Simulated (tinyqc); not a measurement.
Inside a calculation. Method: extended Hueckel theory, for BeH2-. The parameters take no account of the charge, which enters only through the electron count, and nothing here shows that the anion is bound. One step of it, computed by the program tinyqc.

Question. Wolfsberg-Helmholz matrix. H_ij = K' S_ij (H_ii + H_jj)/2 for i != j (the diagonal keeps H_ii), with K' = 1.75.

overlap S:
```
           1Be 2s   1Be 2px    1Be 2py   1Be 2pz     2H 1s      3H 1s
1Be 2s   1.000000  0.000000   0.000000  0.000000  0.459387   0.467886
1Be 2px  0.000000  1.000000   0.000000  0.000000  0.000000   0.000000
1Be 2py  0.000000  0.000000   1.000000  0.000000  0.546705  -0.551747
1Be 2pz  0.000000  0.000000   0.000000  1.000000  0.000000   0.000000
2H 1s    0.459387  0.000000   0.546705  0.000000  1.000000   0.034429
3H 1s    0.467886  0.000000  -0.551747  0.000000  0.034429   1.000000
```

diagonal H_ii (eV): 1Be 2s -10.000000, 1Be 2px -6.000000, 1Be 2py -6.000000, 1Be 2pz -6.000000, 2H 1s -13.600000, 3H 1s -13.600000

K = 1.750000

Give: H.

Answer.

H (eV):
```
          1Be 2s  1Be 2px  1Be 2py  1Be 2pz    2H 1s    3H 1s
1Be 2s   -10.000    0.000    0.000    0.000   -9.486   -9.662
1Be 2px    0.000   -6.000    0.000    0.000    0.000    0.000
1Be 2py    0.000    0.000   -6.000    0.000   -9.376    9.462
1Be 2pz    0.000    0.000    0.000   -6.000    0.000    0.000
2H 1s     -9.486    0.000   -9.376    0.000  -13.600   -0.819
3H 1s     -9.662    0.000    9.462    0.000   -0.819  -13.600
```
